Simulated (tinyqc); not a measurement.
What each parameter does: interface roughness in a thin film (subband fluctuation and scattering).

Square well of width t, barriers V0, c = hbar^2/2m0: E1 solves k t + 2 atan[(k/mz)/(kappa/mb)] = pi, k = sqrt(mz E/c), kappa = sqrt(mb (V0 - E)/c). One interface is rough, so the subband edge fluctuates by G dt with G = |dE1/dt| (central difference of 0.01 angstrom; 2 E1/t for hard walls).

Gaussian roughness spectrum S(q) = pi D^2 Lc^2 exp(-q^2 Lc^2/4). Degenerate gas, taken to fill one subband (the second starts to fill once c kF^2/md exceeds E2 - E1, which is not tested here): kF = sqrt(2 pi Ns/gv), q = 2 kF sin(theta/2), 1/tau = (md/(2 pi c hbar)) G^2 times the integral from 0 to pi of S(q)(1 - cos theta)/eps(q)^2 dtheta, eps(q) = 1 + qs/q with screening (qs = gv md q0/(c eps), q0 = e^2/(4 pi eps0), form factors left out, which overstates the screening; other scattering is left out too, so these values lie far above measured mobilities in all but the thinnest films) or 1 without; mobility = tau c2/md with c2 = e/m0 = 1.75882e15 cm^2/(V s^2); 1e12/cm^2 = 1e-4/angstrom^2.

Constants: hbar^2/2m0 = 3.80998211 eV angstrom^2; hbar = 6.58211957e-16 eV s; e^2/(4 pi eps0) = 14.39964547 eV angstrom.

Inputs chosen for the exercise (near those of a thin Si channel on (100), two-fold valleys; the results hold for these values, not for the real material): t = 24 angstrom (film thickness); mz = 0.908 m0 (confinement mass); V0 = 2.99 eV (barrier); mb = 0.5 m0 (barrier mass); md = 0.189 m0 (mass in the plane); gv = 2 (valleys); D = 3 angstrom (rms height of the roughness); Lc = 32 angstrom (correlation length); Ns = 5.1 x 1e12/cm^2 (sheet density); eps = 8.1 (mean dielectric constant at the channel).

G, G D, and the screened mobility.

Results for these values:
```
case  G (meV/angstrom)  G D (meV)  mobility (cm^2/(V s))
base             4.835      14.51              1.684e+04
```

What happens to each result for D = 3.9 angstrom, all else kept?

Answer: G does not change at the printed digits; G D rises from 14.51 to 18.86; mobility falls from 1.684e+04 to 9966.

The same for each parameter in turn:
```
case                   G (meV/angstrom)  G D (meV)  mobility (cm^2/(V s))
base                              4.835      14.51              1.684e+04
t = 30 angstrom                   2.583       7.75              5.904e+04
D = 3.9 angstrom                  4.835      18.86                   9966
Lc = 40 angstrom                  4.835      14.51              2.076e+04
Ns = 8.16 x 1e12/cm^2             4.835      14.51              2.420e+04
mz = 1.044 m0                     4.321      12.96              2.109e+04
md = 0.217 m0                     4.835      14.51              1.567e+04
V0 = 2.09 eV                      4.639      13.92              1.830e+04
eps = 9.7                         4.835      14.51              1.305e+04
```

In the base case G D is 0.45 times EF - E1 = 32.3 meV.

tinyqc: `OMP_NUM_THREADS=1 python tinyqc.py 1252069 1252070 out.jsonl`; about 0.01 s, one thread, shared Intel(R) Xeon(R) Processor @ 2.30GHz.
